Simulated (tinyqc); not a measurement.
## Thermal resistances of a two-die stack

Inverse problem. Heat leaves through the lower die only, and the system is linear. Find the resistance R1 from the lower die to the coolant, R2 between the dies, and the rise of the upper die when both are powered.

Values chosen for this exercise:
```
symbol,value,unit,meaning
P1,12,W,power of the lower die
P2,3.2,W,power of the upper die
```

rises of the lower and upper die with only the lower one powered (K): 3.48  3.48
rises of the lower and upper die with only the upper one powered (K): 0.928  2.336

Answer. With only the lower die powered no heat crosses R2, so both dies rise by P1 R1; the difference in the second test is P2 R2; rises add.

R1 = 0.2900 K/W
R2 = 0.4400 K/W
rise of the upper die = 5.816 K

Numbers from tinyqc (`OMP_NUM_THREADS=1 python tinyqc.py 2162206 2162207 out.jsonl`; about 0.03 s on one thread of a shared Intel Xeon 2.30GHz).
